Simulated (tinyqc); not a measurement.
k.p theory built from an empirical-pseudopotential calculation at Gamma: one step. The mass from the table. Five cases, with inputs chosen for the exercise.

Problem. A is the s-like conduction level at Gamma of a pseudopotential calculation, W its squared momentum coupling to multiplet B, and 1/m = 1 + sum_B W/(E_A - E_B). Add the last column, the sum over the higher multiplets and 1; two levels alone means 1 + W/E of multiplet 2 (whose E_B is 0).

Case 1.

Couplings:

| multiplet B | degeneracy | E_B (eV) | W (eV) | W/(E_A - E_B) |
|---|---|---|---|---|
| 2 | 3 | 0.000000 | 18.372563 | 15.054673 |
| 4 | 3 | 4.360555 | 0.002322 | -0.000739 |
| 7 | 3 | 12.605437 | 0.216509 | -0.019017 |
| 10 | 3 | 27.439787 | 0.373589 | -0.014249 |
| 12 | 3 | 28.048010 | 0.207444 | -0.007732 |
| 15 | 3 | 41.219932 | 0.022159 | -0.000554 |
| 17 | 3 | 42.025130 | 0.000027 | -0.000001 |
| 19 | 3 | 42.820672 | 0.007981 | -0.000192 |

sum over the higher multiplets = -0.001808
E_A = 1.220389 eV

Case 2.

Couplings:

| multiplet B | degeneracy | E_B (eV) | W (eV) | W/(E_A - E_B) |
|---|---|---|---|---|
| 2 | 3 | 0.000000 | 14.389921 | 4.557897 |
| 4 | 3 | 7.202063 | 0.032592 | -0.008057 |
| 7 | 3 | 15.276296 | 0.284841 | -0.023503 |
| 10 | 3 | 29.451762 | 0.356563 | -0.013560 |
| 12 | 3 | 30.148238 | 0.998178 | -0.036982 |
| 16 | 3 | 43.419318 | 0.033486 | -0.000832 |
| 17 | 3 | 44.336135 | 0.026746 | -0.000649 |
| 19 | 3 | 46.019130 | 0.003855 | -0.000090 |

sum over the higher multiplets = -0.003257
E_A = 3.157141 eV

Case 3.

Couplings:

| multiplet B | degeneracy | E_B (eV) | W (eV) | W/(E_A - E_B) |
|---|---|---|---|---|
| 2 | 3 | 0.000000 | 21.335928 | 5.271099 |
| 7 | 3 | 12.543361 | 0.032569 | -0.003834 |
| 11 | 3 | 29.247350 | 0.495686 | -0.019670 |
| 20 | 3 | 46.165078 | 0.150341 | -0.003570 |
| 22 | 3 | 46.986182 | 0.039837 | -0.000928 |
| 25 | 3 | 52.545909 | 0.023130 | -0.000477 |

sum over the higher multiplets = 0
E_A = 4.047719 eV

Case 4.

Couplings:

| multiplet B | degeneracy | E_B (eV) | W (eV) | W/(E_A - E_B) |
|---|---|---|---|---|
| 2 | 3 | 0.000000 | 21.153058 | 5.317738 |
| 7 | 3 | 12.150476 | 0.012440 | -0.001522 |
| 11 | 3 | 28.936066 | 0.484498 | -0.019412 |
| 20 | 3 | 45.709249 | 0.140253 | -0.003361 |
| 22 | 3 | 46.389747 | 0.038983 | -0.000919 |
| 25 | 3 | 51.845058 | 0.026658 | -0.000557 |

sum over the higher multiplets = 0
E_A = 3.977830 eV

Case 5.

Couplings:

| multiplet B | degeneracy | E_B (eV) | W (eV) | W/(E_A - E_B) |
|---|---|---|---|---|
| 2 | 3 | 0.000000 | 14.293037 | 4.506958 |
| 4 | 3 | 7.245601 | 0.037115 | -0.009110 |
| 7 | 3 | 15.288140 | 0.276340 | -0.022806 |
| 10 | 3 | 29.853213 | 0.328555 | -0.012314 |
| 12 | 3 | 30.634264 | 1.014309 | -0.036934 |
| 16 | 3 | 43.377754 | 0.032660 | -0.000812 |
| 18 | 3 | 44.831103 | 0.032594 | -0.000782 |
| 20 | 3 | 46.537038 | 0.004940 | -0.000114 |

sum over the higher multiplets = -0.003336
E_A = 3.171327 eV

Give: 1/m; m; m from two levels.

Solution.

Case 1.

1/m = 16.010
m = 0.0625 m0
m from two levels = 0.0623 m0

Case 2.

1/m = 5.471
m = 0.1828 m0
m from two levels = 0.1799 m0

Case 3.

1/m = 6.243
m = 0.1602 m0
m from two levels = 0.1595 m0

Case 4.

1/m = 6.292
m = 0.1589 m0
m from two levels = 0.1583 m0

Case 5.

1/m = 5.421
m = 0.1845 m0
m from two levels = 0.1816 m0

Computed by tinyqc, one run a case: `OMP_NUM_THREADS=1 python tinyqc.py N N+1 out.jsonl` with N = 1050745, 1050839, 1050876, 1050883, 1051139; one thread of a shared Intel(R) Xeon(R) Processor @ 2.30GHz, about 1 s a run at most.
